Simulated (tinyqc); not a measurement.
Zener tunnelling in a reverse-biased junction, two-band WKB: two steps of the calculation.

Abrupt p-n junction, depletion approximation. Energies E are counted from the conduction-band edge of the neutral n side; its Fermi level lies at dn, that of the p side at dn - V, and the valence-band edge of the neutral p side at Em = dn + dp - V. Tunnelling needs 0 < E < Em. Two-band dispersion with equal masses m: inside the gap kappa = sqrt(m u (1 - u/Eg)/C), u the distance from a band edge, C = hbar^2/(2 m0).

Parameters, values chosen for the exercise; band and dielectric values those of a made-up semiconductor:
```
symbol   value   unit                               meaning
T          300      K                           temperature
Eg       0.896     eV                              band gap
eps_r     12.5                        relative permittivity
m        0.055     m0  band-edge mass of the two-band model
Na      5.6e18  cm^-3                      acceptor density
Nd      1.9e18  cm^-3                         donor density
V         -1.3      V                    bias of the p side
nE           9                    points of the energy grid
```

Constants: q = 1.602176634e-19 C, kB = 1.380649e-23 J/K, hbar = 1.054571817e-34 J s, h = 6.62607015e-34 J s, m0 = 9.1093837015e-31 kg, Vt = kB T/q, eps0 = 8.8541878128e-14 F/cm where lengths are in cm, hbar^2/(2 m0) = 0.0380998212 eV nm^2. Results are converted to the units shown.

Problem 1. Width, field and exponent. W = sqrt(2 eps0 eps_r (Vbi - V)(1/Na + 1/Nd)/q), mean field F = (Vbi - V)/W, peak field 2 F. In a uniform field F the exponent is S = pi sqrt(m/C) Eg^1.5/(4 F). Transverse energy Et = C kt^2/m raises it to S (1 + 4 Et/Eg), so T = exp(-S) exp(-Et/Eb) with Eb = Eg/(4 S). KJ = (2 q^2/h) m/(4 pi C) (times 1e14 for A/cm^2 per eV^2).

Vbi = 0.99925352 V

Give: W; mean field; S; exp(-S); Eb; tunnelling length Eg/F.

Solution 1.

W = 47.32 nm
mean field = 0.4859 MV/cm
S = 16.47
exp(-S) = 7.024e-8
Eb = 13.60 meV
tunnelling length Eg/F = 18.44 nm

Problem 2. Current density on a coarse grid. J = KJ exp(-S) Eb times the integral from 0 to Em of [f(E - dn) - f(E - dn + V)] [1 - exp(-min(E, Em - E)/Eb)] dE, f(x) = 1/(1 + exp(x/Vt)), with S and Eb from the mean field; J > 0 flows from p to n. Simpson's rule on nE equally spaced points from 0 to Em.

dn = 0.11291573 eV
dp = -0.0096622100 eV
S = 16.471279
Eb = 13.599429 meV

Give: E; difference of the f; transverse factor; integral; KJ; J.

Solution 2.

| point | E (eV) | difference of the f | transverse factor |
|---|---|---|---|
| 0 | 0.000 | -0.013 | 0.000 |
| 1 | 0.175 | -0.918 | 1.000 |
| 2 | 0.351 | -1.000 | 1.000 |
| 3 | 0.526 | -1.000 | 1.000 |
| 4 | 0.702 | -1.000 | 1.000 |
| 5 | 0.877 | -1.000 | 1.000 |
| 6 | 1.052 | -1.000 | 1.000 |
| 7 | 1.228 | -0.999 | 1.000 |
| 8 | 1.403 | -0.592 | 0.000 |

integral = -1.267 eV
KJ = 8.901e8 A/(cm^2 eV^2)
J = -1.077 A/cm^2

Range of the model: Parabolic densities of states, no band tails and no gap narrowing, all of which matter at such doping.

Program tinyqc, `OMP_NUM_THREADS=1 python tinyqc.py 2620084 2620085 out.jsonl`; Intel Xeon 2.30GHz, shared host, one thread, about 0.01 s.
